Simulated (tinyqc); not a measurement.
Changing the pumping speed S: Berg model of reactive sputtering of a nitride or oxide: poisoning, hysteresis and pumping speed. Computed by tinyqc, a small Python program. Command: `OMP_NUM_THREADS=1 python tinyqc.py 3014659 3014660 out.jsonl berg sweep`. One thread of a shared host (Intel(R) Xeon(R) Processor @ 2.30GHz), about 0.04 s of CPU time with the checks.

A diatomic gas reacts with bare metal on the target and on the collecting surfaces; ions remove metal and compound from the target. theta_t and theta_c are the compound fractions.

Inputs (values chosen for the exercise, close to those used for aluminium nitride):
```
quantity,value,unit
ion current density J,13,mA/cm^2
target area A_t,81,cm^2
collecting area A_c,1300,cm^2
metal yield Y_m,0.92,-
compound yield Y_c,0.18,-
sticking coefficient alpha,0.85,-
reactive atoms per metal atom z,1,-
gas mass M,28,u
gas temperature T,300,K
reactive partial pressure P,0.068,Pa
```

Constants: e = 1.602176634e-19 C; u = 1.6605390666e-27 kg; k_B = 1.380649e-23 J/K.

Method:
- Ion flux j = J/e; gas flux F = P/sqrt(2 pi M k_B T). Target: (2/z) alpha F (1 - theta_t) = j Y_c theta_t. Sputtered flows F_c = j Y_c theta_t A_t, F_m = j Y_m (1 - theta_t) A_t. Collector: (2/z) alpha F (1 - theta_c) A_c + F_c (1 - theta_c) = F_m theta_c. Gas use Q = alpha F [(1 - theta_t) A_t + (1 - theta_c) A_c] + P S/(k_B T); 1 sccm = 4.4780e17 molecules/s. Rate R = F_m + F_c, given relative to j Y_m A_t.
- P is a single-valued function of the flow Q only if dQ/dP > 0 everywhere: S must exceed k_B T times the steepest fall of the surface terms with P.
- Turning points solve dQ/dP = 0; a jump keeps Q fixed; the width of the loop is the difference of the two turning flows.

One run for each value:
```
pumping speed S (l/s),width of the loop (sccm),total flow Q (sccm)
10,1.705,1.915
18,1.527,2.209
32,1.304,2.722
58,1.016,3.675
110,0.642,5.581
190,0.292,8.514
```

What does the table show, and why?

Over the rows, width of the loop (sccm) falls from 1.71 to 0.292 (exponent d ln y / d ln x -0.19 between the first rows and -1.4 between the last); total flow Q (sccm) rises from 1.92 to 8.51 (exponent d ln y / d ln x 0.24 between the first rows and 0.77 between the last). The pump term P S/(k_B T) tilts the flow curve upwards; the loop narrows and vanishes at the critical speed, beyond which no width is defined. Left out: 340, 620, 1100, 2000 (a listed quantity is not defined there).
